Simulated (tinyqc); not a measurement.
Thin-film transistor with exponential tail and deep states, accumulation layer: one step of the calculation.

An undoped film in accumulation, thicker than the space-charge layer. With band bending psi the Fermi level lies E0 - psi below the band edge. Free electrons n = n0 exp(psi/Vt) carry the current; electrons in two exponential distributions of traps, a = a0 exp(psi/Va) and d = d0 exp(psi/Vp), do not. Linear regime, ohmic contacts, traps in equilibrium.

Problem. Bulk densities. Va = kB Tt/q, Vp = kB Td/q; n0 = Nc exp(-E0/Vt), a0 = Nt th(T/Tt) exp(-E0/Va), d0 = Nd th(T/Td) exp(-E0/Vp), th(x) = pi x/sin(pi x).

Parameters, values chosen for the exercise; values close to those of amorphous indium gallium zinc oxide: temperature T = 300 K; density of extended states Nc = 5.7e18 cm^-3; total density of tail states Nt = 3.6e18 cm^-3; characteristic temperature of the tail Tt = 380 K; total density of deep states Nd = 7.3e16 cm^-3; characteristic temperature of the deep states Td = 1480 K; bulk Fermi level below the band edge E0 = 0.54 eV.

Constants: q = 1.602176634e-19 C, kB = 1.380649e-23 J/K, Vt = kB T/q. Results are converted to the units shown.

Give: Va; Vp; th(T/Tt); n0; a0; d0.

Solution.

Va = 0.03275 V
Vp = 0.1275 V
th(T/Tt) = 4.038
n0 = 4.834e9 cm^-3
a0 = 1.002e12 cm^-3
d0 = 1.133e15 cm^-3

Program tinyqc, `OMP_NUM_THREADS=1 python tinyqc.py 2610064 2610065 out.jsonl`; Intel Xeon 2.30GHz, shared host, one thread, about 0.02 s.
